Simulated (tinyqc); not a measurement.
# MOS structure on a p-type body, non-linear Poisson equation by Newton steps, step by step

Computed by the program tinyqc: `OMP_NUM_THREADS=1 python tinyqc.py 2080106 2080107 out.jsonl`, one thread of a shared Intel Xeon 2.30GHz, about 0.5 s for the whole run. Printed values are rounded; ~0 in a residual or rate marks an entry under 1e-11 of the largest of its column.

One dimension, insulator interface at x = 0, acceptor density Na, uniform, net doping C = -(acceptor density). psi is counted from the intrinsic level: n = ni exp((psi - Vb)/Vt), p = ni exp(-psi/Vt); deep in the body psi_b = -Vt ln(Na/ni). The gate acts through Cox = eps0 eox/tox and has the potential psi_G = Vg - (phiM - chi - Vt ln(Nc/ni)). Boltzmann statistics, full ionisation, classical densities, no oxide or interface charge. Acceptors in real wide-gap material are deep and only partly ionised in the neutral body.

Parameters, values chosen for the exercise; band and dielectric values close to those of 4H silicon carbide:
```
symbol    value   unit                                                                 meaning
T           300      K                                                             temperature
Eg         3.24     eV                                                                band gap
eps_r      9.51                                                          relative permittivity
Nc      1.68e19  cm^-3                                  conduction-band density of states at T
Nv      2.48e19  cm^-3                                     valence-band density of states at T
chi        3.53     eV                                                       electron affinity
Na       1.9e17  cm^-3                                       acceptor density deep in the body
eox        25.1         relative permittivity of the gate insulator (close to zirconium oxide)
tox         8.1     nm                                                     insulator thickness
phiM       4.18     eV                                                      gate work function
Vb            0      V                         electron quasi-Fermi potential against the body
Vg          1.2      V                                           gate voltage against the body
```

Constants: q = 1.602176634e-19 C, kB = 1.380649e-23 J/K, Vt = kB T/q, eps0 = 8.8541878128e-14 F/cm where lengths are in cm. Results are converted to the units shown.

Range of the model: On a fine mesh the surface electron density exceeds 0.3 Nc, so degeneracy and confinement would lower the charge and push it away from the interface.

## Scales and end potentials

ni = sqrt(Nc Nv) exp(-Eg/(2 Vt)), Eg in volts; Cox, psi_G and psi_b as defined.

ni = 1.24474e-8 cm^-3
Cox = 2.74371 uF/cm^2
psi_G = 2.16497 V
psi_b = -1.49909 V

## Net doping on the mesh

```
node,x (nm)
0,0
1,0.3
2,0.844
3,1.83
4,3.62
5,6.87
6,12.8
7,23.4
8,42.8
9,77.9
10,142
11,257
```

C = -(Na), taken at the nodes.

```
node,net doping C (cm^-3)
0,-1.9e17
1,-1.9e17
2,-1.9e17
3,-1.9e17
4,-1.9e17
5,-1.9e17
6,-1.9e17
7,-1.9e17
8,-1.9e17
9,-1.9e17
10,-1.9e17
11,-1.9e17
```

## Couplings between neighbouring nodes

a_i = eps0 eps_r/h_i for the interval from node i to i + 1, with h_i = x_(i+1) - x_i in cm.

```
interval,coupling a_i (F/cm^2)
0,2.80678e-5
1,1.54786e-5
2,8.53989e-6
3,4.70410e-6
4,2.59087e-6
5,1.41995e-6
6,7.94371e-7
7,4.34038e-7
8,2.39896e-7
9,1.31362e-7
10,7.32203e-8
```

## Starting potential

psi_b + U (1 - x/W)^2 for x < W and psi_b beyond, with U = Vb - 2 psi_b and W = sqrt(2 eps0 eps_r U/(q Na)).

```
node,psi at the start (V)
0,1.49909
1,1.48514
2,1.45993
3,1.41450
4,1.33292
5,1.18776
6,0.93274
7,0.50857
8,-0.16254
9,-1.03099
10,-1.49909
11,-1.49909
```

## Iteration 1: densities, residual and Jacobian diagonal

n_i = ni exp((psi_i - Vb)/Vt), p_i = ni exp(-psi_i/Vt), rho_i = p_i - n_i + C_i, g_i = (n_i + p_i)/Vt. Box widths w_i = (h_(i-1) + h_i)/2 in cm. Residual F_i = a_i (psi_(i+1) - psi_i) - a_(i-1) (psi_i - psi_(i-1)) + q rho_i w_i; Jacobian: a_(i-1) and a_i beside the diagonal, b_i = -a_(i-1) - a_i - q g_i w_i on it. Node 0 is free: w_0 = h_0/2, F_0 = a_0 (psi_1 - psi_0) + Cox (psi_G - psi_0) + q rho_0 w_0, b_0 = -a_0 - Cox - q g_0 w_0, with Cox = eps0 eox/tox, psi_G = Vg - (phiM - chi - Vt ln(Nc/ni)). The last node is fixed.

```
node,n (cm^-3),p (cm^-3)
0,1.9e17,8.15461e-34
1,1.10758e17,1.39888e-33
2,4.17603e16,3.71016e-33
3,7.20359e15,2.15084e-32
4,3.06963e14,5.04743e-31
5,1.11829e12,1.38548e-28
6,5.81410e7,2.66486e-24
7,4.35199,3.56015e-17
8,2.31457e-11,6.69400e-6
9,5.95985e-26,2.59969e9
10,8.15461e-34,1.9e17
11,8.15461e-34,1.9e17
```

```
node,residual F (C/cm^2),diagonal b (F/cm^2)
0,1.43445e-6,-3.08291e-5
1,-7.48856e-10,-4.35753e-5
2,-5.11842e-10,-2.40382e-5
3,-1.60195e-10,-1.32502e-5
4,-1.23936e-11,-7.29545e-6
5,-8.22392e-14,-4.01083e-6
6,~0,-2.21433e-6
7,~0,-1.22841e-6
8,~0,-6.73933e-7
9,-4.14457e-9,-3.71258e-7
10,6.14915e-8,-1.07493e-5
```

## Iteration 1: Newton step

Solve the tridiagonal system a_(i-1) d_(i-1) + b_i d_i + a_i d_(i+1) = -F_i for nodes 0 to 10, with d = 0 on fixed nodes. Each component d is damped to sign(d) Vt ln(1 + |d|/Vt) before it is added.

```
node,"Newton step d, before damping (V)"
0,0.497895
1,0.495772
2,0.492899
3,0.488895
4,0.482303
5,0.470429
6,0.448764
7,0.410039
8,0.339163
9,0.210929
10,0.008298
```

```
node,psi after iteration 1 (V)
0,1.57687
1,1.56282
2,1.53746
3,1.49183
4,1.40991
5,1.26415
6,1.00798
7,0.58160
8,-0.09410
9,-0.97373
10,-1.49190
11,-1.49909
```

## Course of the Newton iteration

Stop when the largest undamped |d| is below 1e-9 V, or after 80 iterations.

Course of the iteration:
```
iteration,largest |F| (C/cm^2),largest |d| (V),at node
1,1.43e-6,0.498,0
2,1.21e-6,0.280,0
3,9.04e-7,0.0487,0
4,3.95e-7,0.0188,9
5,3.45e-8,4.91e-3,9
6,3.02e-10,4.20e-4,9
7,1.21e-12,3.38e-6,9
8,8.16e-17,2.20e-10,9
```

Converged in 8 iterations. Once the step is below 0.1 Vt, 2 more iteration(s) reach the threshold: near the solution the error is roughly squared each time.

## Converged densities and sheet charges

```
node,converged psi (V)
0,1.67573
1,1.64300
2,1.60546
3,1.55438
4,1.47018
5,1.32122
6,1.05928
7,0.62274
8,-0.07103
9,-0.98045
10,-1.49185
11,-1.49909
```

n and p as above; box widths w_i (half boxes at both ends); band bending psi_0 - psi_b; N_inv = sum w n; N_dep = -sum w (p + C); centroid sum w n x/N_inv; gate charge Cox (psi_G - psi_0)/q.

```
node,n (cm^-3),p (cm^-3)
0,1.76208e20,8.79288e-37
1,4.96981e19,3.11758e-36
2,1.16321e19,1.33198e-35
3,1.61284e18,9.60651e-35
4,6.20892e16,2.49540e-33
5,1.95276e14,7.93428e-31
6,7.76727e9,1.99475e-26
7,360.223,4.30116e-19
8,7.97725e-10,1.94224e-7
9,4.20907e-25,3.68104e8
10,1.07934e-33,1.43548e17
11,8.15461e-34,1.9e17
```

band bending = 3.17482 V
N_inv = 5.86983e12 cm^-2
N_dep = 2.50503e12 cm^-2
centroid of the electrons = 0.314684 nm
gate charge over q = 8.37817e12 cm^-2

N_inv + N_dep is 0.040 % below the gate charge. A mesh of about 600 nodes or more gives a band bending of 3.181 V and N_inv = 5.770e12 cm^-2; this mesh is 1.7 % above the latter.
